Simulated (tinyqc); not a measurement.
Phonon transmission through an interface between two chains by Green functions: one step, computed by the program tinyqc. Command: `OMP_NUM_THREADS=1 python tinyqc.py 3024780 3024781 out.jsonl agf walk`. One thread of a shared host (Intel(R) Xeon(R) Processor @ 2.30GHz), about 0.01 s of CPU time with the checks.

Two semi-infinite chains (masses m_1, m_2; springs k_1, k_2), motion along the chain. The central region holds the end atom of each chain and one interlayer atom of mass m_b, joined by springs k_b. lambda = omega^2 in eV/(angstrom^2 u); nu = 15.6333042 THz x sqrt(lambda).

Task: Band tops and impedances. nu_max = 15.6333042 THz x 2 sqrt(k/m); impedance Z = sqrt(k m); long-wave transmission 4 Z_1 Z_2/(Z_1 + Z_2)^2; the probe frequency is the given share of the lower band top.

Inputs (values chosen for the exercise, for two model chains):
```
quantity                          value           unit
mass m_1                           56.2              u
spring k_1                         8.94  eV/angstrom^2
mass m_2                            101              u
spring k_2                         6.36  eV/angstrom^2
probe frequency / lower band top   0.43              -
```

Atoms in the interlayer: one.

Constants: nu for 1 eV/(angstrom^2 u) = 15.6333042 THz.

Give: band top of chain 1; band top of chain 2; Z_1; Z_2; long-wave transmission; probe frequency.

Result:

band top of chain 1 = 12.470 THz

band top of chain 2 = 7.8460 THz

Z_1 = 22.415 sqrt(eV u)/angstrom

Z_2 = 25.345 sqrt(eV u)/angstrom

long-wave transmission = 0.99624

probe frequency = 3.3738 THz
